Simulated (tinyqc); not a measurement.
Tail temperature from the power law.

Inverse problem. When tail states hold most of the charge, the linear current goes as I = A (Vg - VT)^g with g = 2 Tt/T - 1. Find g, Tt and the tail width kB Tt.

Parameters, values chosen for the exercise: temperature T = 290 K.

Constants: q = 1.602176634e-19 C, kB = 1.380649e-23 J/K, Vt = kB T/q. Results are converted to the units shown.

I at Vg - VT = 11 and 16 V (nA): 339.19274  638.85098

Answer. g is the slope of ln I against ln(Vg - VT).

g = 1.69
Tt = 390 K
kB Tt = 33.6 meV

Numbers from tinyqc (`OMP_NUM_THREADS=1 python tinyqc.py 2610142 2610143 out.jsonl`; about 0.03 s on one thread of a shared Intel Xeon 2.30GHz).
